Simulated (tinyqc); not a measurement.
## Voltage drop against the factor on the load at the hot node

A grid of 25 by 25 nodes with segments Rx (rows) and Ry (columns); every node draws I1 and the central node kh I1; pads with resistance Rp sit at the nodes whose row and column are multiples of the pitch, counting from 0. The drops u = Vdd - V follow from G u = i, with G the conductance matrix and i the load currents, solved directly. Here the pitch is 12.

Inputs (values chosen for the exercise): supply voltage Vdd = 0.9 V; resistance of a horizontal segment Rx = 0.61 ohm; resistance of a vertical segment Ry = 0.11 ohm; resistance from a pad node to the supply Rp = 0.14 ohm; load current of a node in the large grid I1 = 1.8 mA.

Voltage drop against the factor on the load at the hot node:

| kh | pads | worst drop (mV) | mean drop (mV) | largest drop at a pad (mV) | largest pad current (mA) | worst drop over Vdd (%) |
|---|---|---|---|---|---|---|
| 1 | 9 | 52.86 | 45.01 | 26.54 | 189.6 | 5.873 |
| 2 | 9 | 52.91 | 45.06 | 26.69 | 190.7 | 5.879 |
| 5 | 9 | 53.06 | 45.18 | 27.15 | 193.9 | 5.896 |
| 10 | 9 | 53.32 | 45.40 | 27.91 | 199.3 | 5.924 |
| 20 | 9 | 53.82 | 45.82 | 29.42 | 210.2 | 5.980 |
| 50 | 9 | 55.33 | 47.09 | 33.97 | 242.7 | 6.148 |
| 100 | 9 | 57.86 | 49.22 | 41.56 | 296.9 | 6.429 |

Read the table: what changes, and by how much?

The worst drop rises from 52.9 to 57.9 mV and the mean drop rises from 45.0 to 49.2 mV. The central node is itself a pad. The drops are linear in the loads, so the mean grows by 0.0425 mV for each unit of kh in every row.

Numbers from tinyqc (`OMP_NUM_THREADS=1 python tinyqc.py 2770106 2770107 out.jsonl`; about 0.2 s on one thread of a shared Intel Xeon 2.30GHz).
